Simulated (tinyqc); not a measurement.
Esaki diode in forward bias, two-band WKB: two steps of the calculation.

Abrupt p-n junction, depletion approximation. Energies E are counted from the conduction-band edge of the neutral n side; its Fermi level lies at dn, that of the p side at dn - V, and the valence-band edge of the neutral p side at Em = dn + dp - V. Tunnelling needs 0 < E < Em. Two-band dispersion with equal masses m: inside the gap kappa = sqrt(m u (1 - u/Eg)/C), u the distance from a band edge, C = hbar^2/(2 m0).

Values chosen for this exercise; band and dielectric values close to those of indium phosphide:
```
symbol    value   unit                                     meaning
T           300      K                                 temperature
Eg         1.35     eV                                    band gap
eps_r      12.3                              relative permittivity
Nc       5.7e17  cm^-3  conduction-band density of states at 300 K
Nv      1.12e19  cm^-3     valence-band density of states at 300 K
m         0.095     m0        band-edge mass of the two-band model
Na         2e19  cm^-3                            acceptor density
Nd       1.8e19  cm^-3                               donor density
V          0.18      V                          bias of the p side
```

Constants: q = 1.602176634e-19 C, kB = 1.380649e-23 J/K, hbar = 1.054571817e-34 J s, m0 = 9.1093837015e-31 kg, Vt = kB T/q, eps0 = 8.8541878128e-14 F/cm where lengths are in cm, hbar^2/(2 m0) = 0.0380998212 eV nm^2. Results are converted to the units shown.

Problem 1. Fermi levels and built-in voltage. Nd = Nc F12(dn/Vt), Na = Nv F12(dp/Vt), F12(x) = (2/sqrt(pi)) int_0^infinity sqrt(u)/(1 + exp(u - x)) du; dn = EF - Ec on the n side, dp = Ev - EF on the p side (negative outside the bands); Vbi = Eg + dn + dp.

Find: dn; dp; Vbi.

Solution 1.

dn = 0.31048 eV
dp = 0.030924 eV
Vbi = 1.6914 V

Boltzmann statistics would give dn = 0.0893 eV and dp = 0.0150 eV. At zero bias the bands of the two sides overlap by dn + dp.

Problem 2. Width, field and exponent. W = sqrt(2 eps0 eps_r (Vbi - V)(1/Na + 1/Nd)/q), mean field F = (Vbi - V)/W, peak field 2 F. In a uniform field F the exponent is S = pi sqrt(m/C) Eg^1.5/(4 F). Transverse energy Et = C kt^2/m raises it to S (1 + 4 Et/Eg), so T = exp(-S) exp(-Et/Eb) with Eb = Eg/(4 S). KJ = (2 q^2/h) m/(4 pi C) (times 1e14 for A/cm^2 per eV^2).

Vbi = 1.6914046 V

Wanted: W; mean field; S; exp(-S); Eb; tunnelling length Eg/F.

Solution 2.

W = 14.73 nm
mean field = 1.026 MV/cm
S = 18.96
exp(-S) = 5.860e-9
Eb = 17.81 meV
tunnelling length Eg/F = 13.15 nm

Range of the model: Parabolic densities of states, no band tails and no gap narrowing, all of which matter at such doping.

Computed by the program tinyqc: `OMP_NUM_THREADS=1 python tinyqc.py 2620104 2620105 out.jsonl`, one thread of a shared Intel Xeon 2.30GHz, about 0.02 s for the whole run.
